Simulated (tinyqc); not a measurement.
# Composition from the perpendicular lattice constant

Problem. The layer is x parts of the first compound and 1 - x of the second, grown coherently on the third as substrate and barrier. Rows of the table: lattice constant a, average valence level Ea on an absolute scale, spin-orbit splitting so, gaps at Gamma, X and L, hydrostatic deformation potentials av and ac (Gamma), shear potential b, elastic constants, electron and heavy-hole (along z) masses. All are interpolated linearly in x; gaps get -C x (1 - x), taken wholly in the conduction band; real line-ups can differ from this model by 0.1 eV or more. In-plane strain e = (a_substrate - a)/a, e_z = -2 (c12/c11) e, volume change 2 e + e_z. X-ray diffraction gives a_z = a (1 + e_z) of the coherent layer. Find x, e and the relaxed Gamma gap.

Inputs (values chosen for the exercise): bowing of the Gamma gap CG = 1.43 eV; bowing of the X gap CX = 1.2 eV; bowing of the L gap CL = 1.2 eV.

Binary compounds, values chosen for the exercise:
```
	close to GaSb	close to GaAs	close to InP
a (angstrom)	6.096	5.653	5.869
Ea (eV)	-6.25	-6.92	-7.04
so (eV)	0.752	0.34	0.111
EG (eV)	0.736	1.44	1.34
EX (eV)	1.04	1.91	2.22
EL (eV)	0.816	1.71	1.93
av (eV)	0.788	1.16	1.27
ac (eV)	-6.86	-7.2	-5.09
b (eV)	-2.03	-1.72	-1.72
c11 (GPa)	89.2	120	102
c12 (GPa)	40.7	53.2	55.6
me (m0)	0.0393	0.0676	0.0807
mh (m0)	0.251	0.351	0.527
```

lattice constant along the growth direction = 5.91308853 angstrom

Answer. a_z changes steadily with x, about (1 + 2 c12/c11) times as fast as the relaxed lattice constant, so one composition matches.

x = 0.5400
e = -0.3941 %
relaxed Gamma gap = 0.7046 eV

tinyqc, about 0.01 s, one thread, Intel Xeon 2.30GHz (shared host): `OMP_NUM_THREADS=1 python tinyqc.py 2690060 2690061 out.jsonl`
